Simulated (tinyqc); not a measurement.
Changing the misalignment of the mask: anisotropic wet etching of Si(100): plane rates, V-grooves, membranes and undercut. Computed by tinyqc, a small Python program. Command: `OMP_NUM_THREADS=1 python tinyqc.py 3027608 3027609 out.jsonl wetetch sweep`. One thread of a shared host (Intel(R) Xeon(R) Processor @ 2.30GHz), about 0.01 s of CPU time with the checks.

A long slot opens the mask on a (100) wafer. The floor etches at R100; (111) walls stand at theta = arctan(sqrt2) = 54.7356 degrees to the surface and recede at R111 along their normal.

Inputs (values chosen for the exercise, close to those used for potassium hydroxide solutions): prefactor k0 of the (100) rate = 5.8e+08 um/min; activation energy of (100), E = 0.591 eV; ratio (100)/(111) at 80 C = 260; extra energy of (111), dE = 0.14 eV; ratio (100)/oxide at 80 C = 240; extra energy of the oxide, dE_ox = 0.26 eV; corner undercut rate over (100) rate, c = 1.9; bath temperature T = 55 C; width w (mask opening along <110>, or membrane width in the design step) = 8.3 um; etch time t = 3.7 min; wafer thickness d = 300 um; membrane thickness wanted = 12 um.

Constants: k_B = 8.617333262e-05 eV/K.

Method:
- R100 = k0 exp(-E/(k_B T)); a ratio given at 80 C scales as exp[(extra energy/k_B)(1/T - 1/353.15 K)]; R111 and R_ox follow by division.
- Temperatures in kelvin are T(C) + 273.15.
- A misaligned edge exposes ledges and adds R100 sin(misalignment) to the lateral rate (a simple estimate): u = R111/sin(theta) + R100 sin(misalignment). Top width W = w + 2 u t; floor width b = W - 2 z/tan(theta) = W - sqrt2 z. The floor lasts until b = 0, at t_V = w/(sqrt2 R100 - 2u); depth z = R100 t before t_V and W/sqrt2 after.
- Etch depth d - membrane, time = depth/R100; for a membrane as wide as w the opening must be w + sqrt2 depth - 2 u time; oxide mask consumed R_ox x time; a 1 K error changes the depth by the fraction E/(k_B T^2); a convex mask corner, such as that of a mesa, would retreat by c x depth.

One run for each value:
```
misalignment of the mask (degrees)  lateral rate u (um/min)  top width W (um)  opening needed (um)
0.0                                                0.001613            8.3119               413.68
0.1                                                0.002461            8.3182               412.68
0.2                                                0.003310            8.3245               411.67
0.5                                                0.005855            8.3433               408.66
1.0                                                0.010097            8.3747               403.63
1.5                                                0.014339            8.4061               398.60
2.0                                                0.018579            8.4375               393.58
3.0                                                0.027055            8.5002               383.54
5.0                                                0.043983            8.6255               363.48
```

Describe and explain the trends.

Over the rows, lateral rate u (um/min) rises from 0.00161 to 0.0440; top width W (um) rises from 8.31 to 8.63; opening needed (um) falls from 414 to 363. Misalignment matters once sin(angle) reaches R111/(R100 sin theta), so a high anisotropy demands tight alignment.

Caution (all rows): the remaining silicon is too narrow for its thickness to act as a membrane. Caution (all rows): rates also depend on concentration, doping, additives and stirring, all held fixed here.
